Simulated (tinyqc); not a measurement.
Decay of LO phonons and the hot-phonon bottleneck in the cooling of electrons: one step, computed by the program tinyqc.

n(E, T) = 1/(exp(E/(k_B T)) - 1) is the Bose occupation. Electrons have a temperature T_e; the LO modes within their reach share one occupation N; the decay products stay at the lattice temperature.

Question. Lifetime and Raman width. Decay rate 1/tau = (1/tau_0) [1 + 2 n_2 + b (1 + 3 n_3 + 3 n_3^2)]/(1 + b), n_2 = n(hbar omega/2), n_3 = n(hbar omega/3). Full width Gamma = 1/(2 pi c tau) in 1/cm, c in cm/s.

Inputs (values chosen for the exercise, modelled on indium arsenide):

| quantity | value | unit |
|---|---|---|
| LO energy hbar omega | 29.8 | meV |
| lifetime at T = 0, tau_0 | 6.3 | ps |
| weight b of the three-phonon channel | 0.11 | - |
| lattice temperature T | 300 | K |

Decay channel: two equal phonons plus a three-phonon channel.

Constants: k_B = 8.617333262e-05 eV/K; c = 299792458 m/s.

Give: thermal factor tau_0/tau; phonon lifetime tau; Raman width Gamma; equilibrium LO occupation N_0.

Answer.

thermal factor tau_0/tau = 5.3004

phonon lifetime tau = 1.1886 ps

Raman width Gamma = 4.4665 1/cm

equilibrium LO occupation N_0 = 0.46151

Stimulated decay shortens the lifetime by 81 %.
